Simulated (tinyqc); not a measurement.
Worked calculation: Hubbard chain of 4 sites. Computed by tinyqc, a small Python program that keeps every step. Settings: hopping = 1.23, U = 6.9, mixing = 1, iteration cap = 53. Command: `OMP_NUM_THREADS=1 python tinyqc.py 27835 27836 out.jsonl` (the two numbers bound the seeds that draw the settings). One thread of a shared host (Intel(R) Xeon(R) Processor @ 2.60GHz), about 0.2 s of CPU time with the checks. Later iterations appear only in the table of the cycle.

## Mean-field iteration 1

one-body matrix (hopping and site energies) (eV), order 1, 2, 3, 4:
$$\begin{pmatrix}
-0.2500 & -1.2300 & 0.0000 & 0.0000 \\
-1.2300 & -0.6500 & -1.2300 & 0.0000 \\
0.0000 & -1.2300 & -0.7700 & -1.2300 \\
0.0000 & 0.0000 & -1.2300 & -0.6900
\end{pmatrix}$$

U = 6.9000 eV

electrons, up and down: [2, 2]

mixing = 1

n(up) at the start (a guess, not normalised): 1 0.5000, 2 0.5000, 3 0.5000, 4 0.5000

n(down) at the start (a guess): 1 0.5000, 2 0.5000, 3 0.5000, 4 0.5000

H(up) = T + U n(down), H(down) = T + U n(up); fill the lowest levels; n(new) = n + mixing (n(out) - n); E = tr T (rho up + rho down) + U sum n_up n_down of the output.

levels, up (eV): [0.8015, 2.1466, 3.6757, 4.8163]

levels, down (eV): [0.8015, 2.1466, 3.6757, 4.8163]

energy = -0.8976 eV

n(up) after iteration 1: 1 0.3981, 2 0.5622, 3 0.5061, 4 0.5336

n(down) after iteration 1: 1 0.3981, 2 0.5622, 3 0.5061, 4 0.5336

## Mean-field iteration 2

As before.

levels, up (eV): [0.9015, 2.0052, 3.6116, 4.9217]

levels, down (eV): [0.9015, 2.0052, 3.6116, 4.9217]

energy = -0.3562 eV

n(up) after iteration 2: 1 0.6602, 2 0.3808, 3 0.5564, 4 0.4026

n(down) after iteration 2: 1 0.6602, 2 0.3808, 3 0.5564, 4 0.4026

## Convergence

Each step fills the lowest levels of T + U n(other spin) and sets n(new) = n + mixing (n(out) - n); stop when output and input agree to 1e-8.

Course of the cycle:
```
iteration     E (eV)  largest |n(out) - n(in)|  mean |n_up - n_down|
1          -0.897611                  1.02e-01                0.0000
2          -0.356242                  2.62e-01                0.0000
3           1.731481                  5.36e-01                0.0000
4           5.477187                  8.15e-01                0.0000
5           6.789750                  9.06e-01                0.0000
6           7.821771                  9.30e-01                0.0000
7           7.397432                  9.34e-01                0.0000
8           7.947782                  9.36e-01                0.0000
9           7.421147                  9.36e-01                0.0000
10          7.952353                  9.36e-01                0.0000
11          7.421989                  9.36e-01                0.0000
...              ...                       ...                   ...
43          7.422019                  9.36e-01                0.0000
44          7.952521                  9.36e-01                0.0000
45          7.422019                  9.36e-01                0.0000
46          7.952521                  9.36e-01                0.0000
47          7.422019                  9.36e-01                0.0000
48          7.952521                  9.36e-01                0.0000
49          7.422019                  9.36e-01                0.0000
50          7.952521                  9.36e-01                0.0000
51          7.422019                  9.36e-01                0.0000
52          7.952521                  9.36e-01                0.0000
53          7.422019                  9.36e-01                0.0000
```

Not converged within 53 iterations: the residual has stopped falling: the iteration swings between two states. The lowest mean-field energy found from random starts is -3.64839 eV. Reruns (cap 100 unless said): mixing 0.2: converged in 41 to a higher stationary point (E = -0.97429); mixing 0.5: not converged; mixing 0.9: not converged; the original settings with a cap of 400: not converged.

## Exact diagonalisation (36 states)

Lowest levels of the sector, and the double occupancy of the lowest state.

lowest levels (eV): [-4.2233, -3.7058, -3.1670, -2.8984, -2.6088, -2.3600]

double occupancy per site = 0.0548

## The lowest level by Lanczos steps

From a random start vector (not printed): a_j = <q_j|H|q_j>, b_j = norm of the remainder after orthogonalising; the Ritz value is the lowest eigenvalue of the tridiagonal matrix of a and b so far.

Lanczos:
```
j   a_j (eV)  b_j (eV)  lowest Ritz value (eV)
1     2.6442    5.2709                2.644202
2     2.7667    5.2657               -2.565806
3     6.6860    3.3061               -4.005058
4     5.1246    3.2285               -4.172491
5     5.7913    5.4094               -4.195406
6     3.8048    4.1819               -4.211478
7     5.4762    2.8456               -4.221288
8     8.4463    4.8318               -4.222444
9     3.5895    3.8249               -4.222858
10    1.9747    3.5982               -4.223145
```
